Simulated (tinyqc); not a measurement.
# Band bending at a free surface with a continuum of surface states, surface photovoltage and Kelvin probe: what changes with what

n-type bulk, xi = Ec - EF = Vt ln(Nc/Nd), p0 = ni^2/Nd, ni = sqrt(Nc Nv) exp(-Eg/(2 Vt)), Eg in volts. b is the upward band bending, u = b/Vt. Space charge per area, in units of q: Qc = sign(b) sqrt((2 eps0 eps_r Vt/q) [(Nd + dn)(exp(-u) - 1) + Nd u + (p0 + dn)(exp(u) - 1)]), with dn the excess density under light (flat quasi-Fermi levels; 0 in the dark). The states hold -Ds (E0 - xi - b): negative while the Fermi level lies above the neutrality level. Neutrality: Qc + Qf + (charge of the states) = 0.

Values chosen for this exercise; band and dielectric values close to those of silicon: temperature T = 300 K; band gap Eg = 1.11 eV; relative permittivity eps_r = 11.6; conduction-band density of states at T Nc = 2.82e19 cm^-3; valence-band density of states at T Nv = 2.62e19 cm^-3; donor density Nd = 1.9e16 cm^-3; fixed positive charge at the surface Qf = 0 cm^-2; density of surface states Ds = 2.6e13 cm^-2 eV^-1; depth of their neutrality level below the conduction edge E0 = 0.48 eV.

Constants: q = 1.602176634e-19 C, kB = 1.380649e-23 J/K, Vt = kB T/q, eps0 = 8.8541878128e-14 F/cm where lengths are in cm. Results are converted to the units shown.

Each table varies one quantity; the others keep the values above.

## Pinning by the surface states

b solves the neutrality condition in the dark.

Results:
```
Ds (cm^-2 eV^-1)	b (V)	xi + b (eV)	Qc (cm^-2)
2.4e10	0.003251	0.1920	6.911e9
6.7e10	0.009221	0.1980	1.889e10
1.8e11	0.02565	0.2144	4.780e10
5.1e11	0.07453	0.2633	1.105e11
1.4e12	0.1614	0.3502	1.817e11
3.9e12	0.2335	0.4223	2.249e11
1.1e13	0.2691	0.4579	2.434e11
8.1e13	0.2881	0.4769	2.527e11
```

Estimate the missing row, Ds = 2.9e13 cm^-2 eV^-1.

Computed row:
```
Ds (cm^-2 eV^-1)	b (V)	xi + b (eV)	Qc (cm^-2)
2.9e13	0.2826	0.4714	2.501e11
```

With this row back in the table: b rises from 0.00325 to 0.288 V. The Fermi level moves towards E0 = 0.48 eV and is within 3.12 meV of it in the last row; it is half-way there at the Ds that solves Ds b = Qc(b) + Qf with b = (E0 - xi)/2, 1.17e12 cm^-2 eV^-1.

## Photovoltage against injection

Same model as above.

Under chopped light the surface charge keeps its dark value, so b falls to bL with Qc(bL, dn) = Qc(b, 0); the photovoltage is b - bL.

Photovoltage against injection:
```
dn (cm^-3)	bL (V)	photovoltage (mV)	share of b removed (%)
1.9e7	0.2816	0.001391	4.940e-4
2.4e8	0.2816	0.01756	0.006235
3.1e9	0.2814	0.2250	0.07990
4e10	0.2790	2.644	0.9389
5.1e11	0.2633	18.36	6.518
6.5e12	0.2261	55.53	19.72
8.3e13	0.1767	104.9	37.25
1.1e15	0.1213	160.3	56.94
1.4e16	0.06653	215.1	76.38
1.8e17	0.02497	256.6	91.13
```

What does the comparison show?

The photovoltage rises from 0.00139 to 257 mV, towards the full b = 282 mV. Its steepest rise is 49.6 mV a decade (Vt ln 10 = 59.5 mV), and it reaches 91.1 % of b in the last row: even strong light does not flatten the bands fully, so a saturation reading understates b. For dn = 1.8e17 the injection is high, and a Dember voltage, left out here, adds to the signal.

Program tinyqc, `OMP_NUM_THREADS=1 python tinyqc.py 2430070 2430071 out.jsonl`; Intel Xeon 2.30GHz, shared host, one thread, about 0.01 s.
